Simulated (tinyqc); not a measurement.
## Mass and degeneracy from charge and saturation current

Problem. At high drain voltage only states moving towards the drain are filled: n = (N0/2) F_0(eta), N0 = gv m kB T/(pi hbar^2), F_0(x) = ln(1 + exp x), and I = q (N0/2) vT F_(1/2)(eta) per width, vT = sqrt(2 kB T/(pi m)), F_(1/2)(x) = (2/sqrt(pi)) int_0^infinity u^(1/2)/(1 + exp(u - x)) du. Find eta and m.

Values chosen for this exercise:
- T = 77 K (temperature)
- gv = 2 (valley degeneracy)

Constants: q = 1.602176634e-19 C, kB = 1.380649e-23 J/K, hbar = 1.054571817e-34 J s, m0 = 9.1093837015e-31 kg. Results are converted to the units shown.

n = 1.9765043e12 cm^-2
I = 307.40078 uA/um

Solution. The mass drops out of I^2/(q^2 n) = gv (kB T)^2 F_(1/2)^2/(pi^2 hbar^2 F_0), which rises with eta and so fixes it; n then gives m.

eta = 3.65
m = 0.194 m0

Numbers from tinyqc (`OMP_NUM_THREADS=1 python tinyqc.py 2400105 2400106 out.jsonl`; about 0.01 s on one thread of a shared Intel Xeon 2.30GHz).
